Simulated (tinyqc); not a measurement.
Conductance of a narrow metal strip with scatterers (square lattice, Green functions): one step. Green function and transmission. Two cases, with inputs chosen for the exercise.

Problem. E - en + 2 t z_n = 2t (z_n - cos(kn a)). Invert, form |t_nm|^2 = (2t)^2 Im(z_n) Im(z_m) |G_nm|^2 and sum. The added resistance is 1/(2 (e^2/h) T) less the same for the clean strip.

A strip of W sites across with hard walls, site energy 0 and hopping -t. Mode n = 1 to W has profile chi_n(j) = sqrt(2/(W + 1)) sin(n j pi/(W + 1)) and energy en = -2t cos(n pi/(W + 1)); E = en - 2t cos(kn a). With z_n = exp(i kn a) (Im k > 0 for closed modes, |z| < 1) each lead gives the self-energy -t z_n in mode n. One column carries the site energies v, here a notch at the edge (a site raised out of reach). In the mode basis V_nm = sum_j chi_n(j) v_j chi_m(j), G = (E - en + 2 t z_n - V)^-1, and t_nm = 2t sqrt(sin(kn a) sin(km a)) G_nm in size for open modes. T = sum |t_nm|^2, conductance (2e^2/h) T.

Constants: e^2/h = 3.874045865e-05 S.

Give: G; |t_nm|^2; T; added resistance.

Case 1.

Values chosen (out of a larger set: hopping and spacing of the size met in Cu or Al; the lattice is a model; not measured data): t = 1.82 eV (hopping).

Modes:
```
n    en (eV)    cos(k a)                      z  dE/dk (eV angstrom)
1  -2.573869  -0.6768870  -0.6768870+0.7360869i             6.912740
2   0.000000   0.0302198   0.0302198+0.9995433i             9.386911
3   2.573869   0.7373266   0.7373266+0.6755365i             6.344098
```

V (eV):
```
           n=1        n=2        n=3
n=1  12.500000  17.677670  12.500000
n=2  17.677670  25.000000  17.677670
n=3  12.500000  17.677670  12.500000
```

Solution.

G (1/eV):
```
                 n=1              n=2              n=3
n=1  -0.0063-0.2688i  -0.0065+0.1087i  -0.0068+0.1137i
n=2  -0.0065+0.1087i  -0.0068-0.1616i  -0.0071+0.1185i
n=3  -0.0068+0.1137i  -0.0071+0.1185i  -0.0075-0.2827i
```

|t_nm|^2:
```
        n=1     n=2     n=3
n=1  0.5191  0.1156  0.0855
n=2  0.1156  0.3464  0.1260
n=3  0.0855  0.1260  0.4837
```

T = 2.0036
added resistance = 2139 ohm

Mode 2 passes least (0.588) and mode 1 most (0.720); 32.7 % of the transmitted flux changes mode.

Case 2.

Values chosen (out of a larger set: hopping and spacing of the size met in Cu or Al; the lattice is a model; not measured data): t = 1.52 eV (hopping).

Modes:
```
n    en (eV)   cos(k a)                     z  dE/dk (eV angstrom)
1  -2.459412  0.3521672  0.3521672+0.9359371i             6.913955
2  -0.939412  0.8521672  0.8521672+0.5232696i             3.865497
3   0.939412  1.4702012             0.3924760             0.000000
4   2.459412  1.9702012             0.2726463             0.000000
```

V (eV):
```
           n=1        n=2        n=3        n=4
n=1   6.909830  11.180340  11.180340   6.909830
n=2  11.180340  18.090170  18.090170  11.180340
n=3  11.180340  18.090170  18.090170  11.180340
n=4   6.909830  11.180340  11.180340   6.909830
```

Solution.

G (1/eV):
```
                 n=1              n=2              n=3              n=4
n=1  -0.0266-0.3048i  -0.0770+0.1351i   0.0656+0.0374i   0.0257+0.0147i
n=2  -0.0770+0.1351i  -0.2228-0.2375i   0.1899+0.1082i   0.0745+0.0424i
n=3   0.0656+0.0374i   0.1899+0.1082i  -0.2527-0.0922i   0.0206-0.0362i
n=4   0.0257+0.0147i   0.0745+0.0424i   0.0206-0.0362i  -0.1857-0.0142i
```

|t_nm|^2:
```
        n=1     n=2  n=3  n=4
n=1  0.7576  0.1095    0    0
n=2  0.1095  0.2683    0    0
n=3       0       0    0    0
n=4       0       0    0    0
```

T = 1.2449
added resistance = 3914 ohm

Mode 2 passes least (0.378) and mode 1 most (0.867); 17.6 % of the transmitted flux changes mode.

Computed by tinyqc, one run a case: `OMP_NUM_THREADS=1 python tinyqc.py N N+1 out.jsonl` with N = 1451267, 1452061; one thread of a shared Intel(R) Xeon(R) Processor @ 2.30GHz, about 0.01 s a run at most.
